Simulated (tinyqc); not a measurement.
Carrier statistics of a doped semiconductor with parabolic bands: sweeps and comparisons. A value that a table varies takes the place of the one given here.

Eg(T) = Eg0 - al T^2/(T + be); m_de = Mv^(2/3) (ml mt^2)^(1/3); m_dh = (mhh^(3/2) + mlh^(3/2))^(2/3); Nc and Nv from N = 2 (m kB T/(4 pi c))^(3/2) with c = hbar^2/2m0, in 1/angstrom^3; times 1e24 for 1/cm^3.

Energies are counted from Ev, so Ec = Eg. n = Nc F_1/2((EF - Eg)/kT), p = Nv F_1/2(-EF/kT), ND+ = ND/(1 + 2 exp((EF - Eg + ED)/kT)), NA- = NA/(1 + 4 exp((EA - EF)/kT)); neutrality asks p + ND+ = n + NA-. F_j(eta) = (1/Gamma(j + 1)) integral_0^infinity x^j dx/(1 + exp(x - eta)), which tends to exp(eta) for eta << 0.

Constants: hbar^2/2m0 = 3.80998211 eV angstrom^2; kB = 8.617333262e-05 eV/K.

Values chosen for the exercise (near those of InSb; the results hold for these values, not for the real material): Eg0 = 0.2365 eV (gap at 0 K); al = 0.000326 eV/K (Varshni alpha); be = 170 K (Varshni beta); ml = 0.0136 m0 (longitudinal electron mass); mt = 0.0136 m0 (transverse electron mass); Mv = 1 (equivalent valleys); mhh = 0.441 m0 (heavy-hole mass); mlh = 0.0148 m0 (light-hole mass); ND = 1.2e+12 1/cm^3 (donors); NA = 3.1e+17 1/cm^3 (acceptors); ED = 0.00102 eV (donor level below Ec); EA = 0.00982 eV (acceptor level above Ev); T = 300 K.

## Temperature

Neutrality solved at each temperature; ni = sqrt(Nc Nv) exp(-Eg/2kT).

Carriers (1/cm^3):

| T (K) | EF (eV) | n | p | majority / \|ND - NA\| | ni | Eg (eV) |
|---|---|---|---|---|---|---|
| 10 | 0.0047 | <1e-99 | 1.97e+14 | 0.000636 | 9.31e-45 | 0.2363 |
| 20 | 0.0053 | 5.74e-44 | 5.65e+15 | 0.0182 | 1.82e-14 | 0.2358 |
| 40 | 0.0077 | 5.95e-14 | 3.70e+16 | 0.119 | 47.8 | 0.2340 |
| 77 | 0.0145 | 49.6 | 1.04e+17 | 0.336 | 2.32e+09 | 0.2287 |
| 120 | 0.0250 | 6.32e+07 | 1.61e+17 | 0.521 | 3.24e+12 | 0.2203 |
| 200 | 0.0496 | 3.27e+12 | 2.22e+17 | 0.716 | 8.60e+14 | 0.2013 |
| 300 | 0.0864 | 1.32e+15 | 2.58e+17 | 0.833 | 1.87e+16 | 0.1741 |
| 400 | 0.1250 | 2.90e+16 | 3.01e+17 | 0.969 | 1.02e+17 | 0.1450 |
| 500 | 0.1574 | 1.34e+17 | 4.08e+17 | 1.32 | 3.08e+17 | 0.1149 |
| 600 | 0.1847 | 3.09e+17 | 5.82e+17 | 1.88 | 6.80e+17 | 0.0841 |

Ionisation is incomplete: the majority density is below 90 % of the net doping at 10, 20, 40, 77, 120, 200 and 300 K, down to a share of 0.00064. It is within 10 % of the net doping at 400 K. At 500 and 600 K thermal pairs lift it more than 10 % above the net doping; ni has reached 6.80e+17 1/cm^3 at 600 K against a net doping of 3.10e+17. For so narrow a gap the hottest rows are formal: EF can enter a band, where the Boltzmann ni is too large, and the crystal may melt. EF goes from 0.005 eV to 0.185 eV, where midgap is 0.042 eV and the intrinsic level (Boltzmann) 0.177 eV.

## Doping level

Only acceptors are present (ND = 0); eta is the distance of EF beyond the valence edge in units of kT.

Neutral state:

| NA (1/cm^3) | EF (eV) | majority (1/cm^3) | ionised share | eta |
|---|---|---|---|---|
| 1.0e+14 | 0.1565 | 1.74e+16 | 0.986 | -6.05 |
| 1.0e+15 | 0.1558 | 1.79e+16 | 0.986 | -6.02 |
| 1.0e+16 | 0.1490 | 2.32e+16 | 0.982 | -5.76 |
| 1.0e+17 | 0.1121 | 9.64e+16 | 0.929 | -4.34 |
| 1.0e+18 | 0.0619 | 6.53e+17 | 0.652 | -2.40 |
| 3.0e+18 | 0.0416 | 1.38e+18 | 0.461 | -1.61 |
| 1.0e+19 | 0.0215 | 2.82e+18 | 0.282 | -0.83 |
| 3.0e+19 | 0.0040 | 5.00e+18 | 0.167 | -0.16 |

The impurity level lies at 0.0098 eV. The ionised share falls from 0.986 to 0.167 as EF passes through it between 1e+19 and 3e+19 1/cm^3 (share 1/5 there); it is below one half from 3e+18 1/cm^3 on. Over the last two rows the doping grows threefold and the majority density by a factor 1.77. EF comes within 3 kT of the majority band edge from 1e+18 1/cm^3 on. With a gap of only 6.7 kT the crystal is intrinsic at low doping, and EF can lie near or inside the band with the lighter mass. Above roughly 7e+17 1/cm^3 (N^(1/3) a = 0.26, with the radius a = sqrt(c/(m E)) from the ionisation energy E and the mass mhh) the levels merge with the band and real ionisation is complete; sharp levels then overstate freeze-out.

## What each input does

Neutrality solved anew for each case. Each row changes one parameter from the base and keeps the others.

Results:

| case | EF (eV) | n (1/cm^3) | p (1/cm^3) |
|---|---|---|---|
| base | 0.0864 | 1.32e+15 | 2.58e+17 |
| T = 320 K | 0.0942 | 2.91e+15 | 2.64e+17 |
| ND = 2.4e+12 1/cm^3 | 0.0864 | 1.32e+15 | 2.58e+17 |
| NA = 4.03e+17 1/cm^3 | 0.0807 | 1.06e+15 | 3.21e+17 |
| Eg0 = 0.2865 eV | 0.0865 | 1.94e+14 | 2.57e+17 |
| mt = 0.0163 m0 | 0.0864 | 1.59e+15 | 2.58e+17 |
| mhh = 0.5292 m0 | 0.0925 | 1.67e+15 | 2.68e+17 |
| EA = 0.0147 eV | 0.0872 | 1.36e+15 | 2.51e+17 |

The largest shifts from the base row, up to three for each result and ties (the steps differ in size, so this ranks the rows, not the parameters). EF (eV): T +0.0078, mhh +0.0061, NA -0.0057; unchanged at the printed digits by ND and mt. n (1/cm^3): T +1.59e+15, Eg0 -1.13e+15, mhh +3.49e+14; unchanged at the printed digits by ND. p (1/cm^3): NA +6.32e+16, mhh +9.97e+15, EA -7.35e+15; unchanged at the printed digits by ND and mt.

tinyqc: `OMP_NUM_THREADS=1 python tinyqc.py 1681191 1681192 out.jsonl`; about 0.01 s, one thread, shared Intel(R) Xeon(R) Processor @ 2.30GHz.
